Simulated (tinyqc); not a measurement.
Along the channel and with depth: stress in a transistor channel from embedded alloy regions, liners and fins, by half-space elasticity. Computed by tinyqc, a small Python program. Command: `OMP_NUM_THREADS=1 python tinyqc.py 3000881 3000882 out.jsonl stressor walk`. One thread of a shared host (Intel(R) Xeon(R) Processor @ 2.30GHz), about 0.01 s of CPU time with the checks.

Plane strain in an isotropic half-space, the same constants everywhere; x along the channel from its centre, y downwards from the free surface; stress is positive in tension.

Inputs (values chosen for the exercise, modelled on silicon):
```
quantity                          value  unit
alloy fraction x                   0.19     -
lattice change per unit x, beta  0.0414     -
Young's modulus E                   162   GPa
Poisson ratio nu                   0.21     -
channel length L                     78    nm
length of each stressor S           195    nm
recess depth d                       25    nm
depth of the field point y          2.7    nm
```

Stressor: Si(1-x)Ge(x) source and drain.

Method. Misfit e = beta x. A fully constrained inclusion holds the stress -p with p = E e/(1 - 2 nu); a blanket film would hold -E e/(1 - nu) in the plane. A line element dA of misfit at (a, c) in the half-space gives, with C = E e/(2 pi (1 - nu)), X = x - a, r1^2 = X^2 + (y - c)^2, r2^2 = X^2 + Y^2, Y = y + c: s_xx = -C dA {[X^2 - (y - c)^2]/r1^4 + 3 [X^2 - Y^2]/r2^4 + 4 y Y (Y^2 - 3 X^2)/r2^6}, s_yy = C dA {[X^2 - (y - c)^2]/r1^4 - [X^2 - Y^2]/r2^4 + 4 y Y (Y^2 - 3 X^2)/r2^6}. These are integrated over two rectangles, L/2 < |a| < L/2 + S, 0 < c < d (closed form in a, 200 Gauss-Legendre points in c).

misfit e = 0.007866

Stress (MPa):
```
2x/L  s_xx at y  s_yy at y  s_xx at d/2  s_xx at 1.5 d
0.0      -905.2    -2.8881      -676.72        -173.65
0.2      -925.0    -3.0274      -676.78        -169.22
0.4      -983.6    -3.2630      -674.50        -156.18
0.6     -1072.1    -2.4466      -667.39        -132.41
0.8     -1122.4     9.1485      -690.68         -84.00
```

What follows from these numbers?

Near the surface s_xx changes by +24 % from the centre to 2x/L = 0.8. At the centre, s_xx at half the recess depth is 0.75 of its value at y, and below the recess 0.19. An element acts with the sign of X^2 - (y - c)^2, so its direct term reverses where the offset in depth exceeds the lateral distance, and the image terms that amplify the stress near the surface fade with depth.
